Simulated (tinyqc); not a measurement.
Worked calculation: CID on RHF in the sto-3g basis, for H3-, spin multiplicity 1. The basis has no diffuse functions, so it cannot describe the extra electron: this is an exercise in the method, not the real anion. Computed by tinyqc, a small Python program that keeps every step (integrals from PySCF). Settings: charge = -1, multiplicity = 1, basis = sto-3g, method = RHF, energy threshold = 1e-10, iteration cap = 51, orthogonalisation = symmetric, start = Wolfsberg-Helmholz matrix, DIIS depth = 6, ci = CID, davidson = 1. Command: `OMP_NUM_THREADS=1 python tinyqc.py 31188 31189 out.jsonl` (the two numbers bound the seeds that draw the settings). One thread of a shared host (Intel(R) Xeon(R) Processor @ 2.60GHz), about 0.06 s of CPU time with the checks. The early iterations of the SCF are left out here.

## One-electron integrals

Geometry (angstrom):

| atom | x | y | z |
|---|---|---|---|
| H | 0.00000 | 0.00000 | 0.00000 |
| H | 0.00000 | 0.00000 | 0.89100 |
| H | 0.00000 | 0.00000 | -0.89100 |

Basis sto-3g: exponents (1/bohr^2) and contraction coefficients of normalised primitives:

| element | l (shell) | exponent | coefficient |
|---|---|---|---|
| H | s (1) | 3.42525 | 0.15433 |
| H | s (1) | 0.62391 | 0.53533 |
| H | s (1) | 0.16886 | 0.44463 |

Overlap, kinetic and nuclear-attraction integrals over the contracted functions; the nuclear repulsion is the sum of Za Zb / Rab.

nuclear repulsion = 1.4847845 hartree

overlap S:
```
         1H 1s    2H 1s    3H 1s
1H 1s  1.00000  0.56281  0.56281
2H 1s  0.56281  1.00000  0.16874
3H 1s  0.56281  0.16874  1.00000
```

kinetic energy T (hartree):
```
         1H 1s     2H 1s     3H 1s
1H 1s  0.76003   0.15683   0.15683
2H 1s  0.15683   0.76003  -0.00563
3H 1s  0.15683  -0.00563   0.76003
```

nuclear attraction V (hartree):
```
          1H 1s     2H 1s     3H 1s
1H 1s  -2.35845  -1.17320  -1.17320
2H 1s  -1.17320  -2.08916  -0.32581
3H 1s  -1.17320  -0.32581  -2.08916
```

core Hamiltonian H = T + V (hartree):
```
          1H 1s     2H 1s     3H 1s
1H 1s  -1.59842  -1.01636  -1.01636
2H 1s  -1.01636  -1.32912  -0.33144
3H 1s  -1.01636  -0.33144  -1.32912
```

## Two-electron integrals

Functions are numbered as in S; the eight-fold symmetry (ij|kl) = (ji|kl) = (kl|ij) leaves the list below.

Two-electron integrals (ij|kl) in chemists' order, unique and non-zero (hartree):
```
(11|11) 0.77461   (21|11) 0.36252   (21|21) 0.20851   (22|11) 0.51494
(22|21) 0.36252   (22|22) 0.77461   (31|11) 0.36252   (31|21) 0.15818
(31|22) 0.21663   (31|31) 0.20851   (32|11) 0.10312   (32|21) 0.05272
(32|22) 0.08371   (32|31) 0.05272   (32|32) 0.01525   (33|11) 0.51494
(33|21) 0.21663   (33|22) 0.29474   (33|31) 0.36252   (33|32) 0.08371
(33|33) 0.77461
```

## Orthogonalisation

S = U s U^T; symmetric (Loewdin) form X = U s^(-1/2) U^T, so that X^T S X = 1.

eigenvalues of S: 0.28398  0.83126  1.88476

X:
```
          1H 1s     2H 1s     3H 1s
1H 1s   1.36299  -0.40367  -0.40367
2H 1s  -0.40367   1.16939   0.07258
3H 1s  -0.40367   0.07258   1.16939
```

## Starting guess

The start is the generalised Wolfsberg-Helmholz matrix (K = 1.75) built on H; D = 2 C_occ C_occ^T.

D at the start:
```
         1H 1s     2H 1s     3H 1s
1H 1s  0.66136   0.37447   0.37447
2H 1s  0.37447   1.41502  -0.99096
3H 1s  0.37447  -0.99096   1.41502
```

## Iteration 6 (converged): orbitals

converged F (hartree):
```
          1H 1s     2H 1s     3H 1s
1H 1s   0.04124  -0.25755  -0.25755
2H 1s  -0.25755   0.07705  -0.10284
3H 1s  -0.25755  -0.10284   0.07705
```

Diagonalise F' = X^T F X, C = X C', fill 2 alpha and 2 beta electrons from the bottom; D = 2 C_occ C_occ^T. Each column has its largest component positive (the first on a tie).

F' = X^T F X (hartree):
```
          1         2         3
1   0.63502  -0.52968  -0.52968
2  -0.52968   0.35328   0.13688
3  -0.52968   0.13688   0.35328
```

orbital energies (hartree): MO1 -0.18998, MO2 0.21640, MO3 1.31516

coefficients C:
```
           MO1       MO2       MO3
1H 1s  0.49358   0.00000   1.39284
2H 1s  0.37883   0.77556  -0.88920
3H 1s  0.37883  -0.77556  -0.88920
```

D after iteration 6:
```
         1H 1s     2H 1s     3H 1s
1H 1s  0.48723   0.37396   0.37396
2H 1s  0.37396   1.49001  -0.91597
3H 1s  0.37396  -0.91597   1.49001
```

## Convergence

Stop when the energy changes by less than 1e-10 hartree and every element of the error matrix X^T (F D S - S D F) X is below 3e-06.

Course of the cycle:

| iteration | E (hartree) | change | largest element of the error matrix |
|---|---|---|---|
| 1 | -1.3060840 | - | 1.08e-01 |
| 2 | -1.3149990 | -8.92e-03 | 1.48e-02 |
| 3 | -1.3151678 | -1.69e-04 | 1.20e-05 |
| 4 | -1.3151678 | -9.12e-11 | 5.08e-06 |
| 5 | -1.3151678 | -1.19e-11 | 3.22e-06 |
| 6 | -1.3151678 | -3.71e-12 | 2.36e-06 |

PySCF RHF in the same basis = -1.3151678 hartree

Converged in 6 iterations.

## Populations, bond orders and dipole

Mulliken: Z minus the diagonal of D S on the atom; Loewdin: the same with S^(1/2) D S^(1/2); Mayer order: 2 sum_s sum (D(s) S)_ij (D(s) S)_ji over the two atoms.

Charges (e):

| atom | Mulliken | Loewdin |
|---|---|---|
| 1H | 0.09183 | 0.09625 |
| 2H | -0.54592 | -0.54812 |
| 3H | -0.54592 | -0.54812 |

Mayer bond orders:

| pair | order |
|---|---|
| 2-1 | 0.49578 |
| 3-1 | 0.49578 |
| 3-2 | 0.20619 |

dipole moment about the origin, x y z (debye): 0.00000  0.00000  0.00000

## Integrals over molecular orbitals

(pq|rs) = sum C_ip C_jq C_kr C_ls (ij|kl), one index at a time.

one-electron integrals over orbitals h = C^T H C (hartree):
```
          1         2         3
1  -1.62617   0.00000  -0.16057
2   0.00000  -1.20020   0.00000
3  -0.16057   0.00000  -0.69176
```

Two-electron integrals over orbitals (pq|rs), unique and non-zero (hartree):
```
(11|11) 0.57312    (21|21) 0.16322    (22|11) 0.51315    (22|22) 0.55354
(31|11) 0.08292    (31|22) -0.02980   (31|31) 0.13156    (32|21) -0.13725
(32|32) 0.13918    (33|11) 0.60120    (33|22) 0.53763    (33|31) 0.10043
(33|33) 0.66996
```

## CID: determinants and Hamiltonian

Hartree-Fock energy = -1.3151678 hartree

Slater-Condon rules over spin orbitals, with the nuclear repulsion added and E(HF) subtracted on the diagonal. Only determinants linked to the reference directly or through others are kept (one block of an abelian symmetry group), so some states are absent.

Occupation strings over the orbitals (2 doubly, a alpha, b beta, 0 empty; spin orbitals ordered 1a 1b 2a 2b ...): 220 202 022

H - E(HF) between determinants (hartree):
```
         220      202      022
220  0.00000  0.13918  0.13156
202  0.13918  1.54886  0.16322
022  0.13156  0.16322  2.11166
```

## CID: roots

Diagonalise (each vector has its largest component positive (the first on a tie)); all determinants have Ms = 0, so triplets appear too. The lowest singlet root is the correlation energy.

lowest roots of this matrix, relative to E(HF) (hartree): -0.01884  1.51142  2.16794

lowest vectors:
```
       root 1    root 2   root 3
220   0.99506   0.06441  0.07559
202  -0.08261   0.95929  0.27007
022  -0.05512  -0.27497  0.95987
```

<S^2> of these roots: 0.00000  0.00000  0.00000

weight of the ground state by excitation level 0, 1, 2, ...: 0.99014  0.00000  0.00986
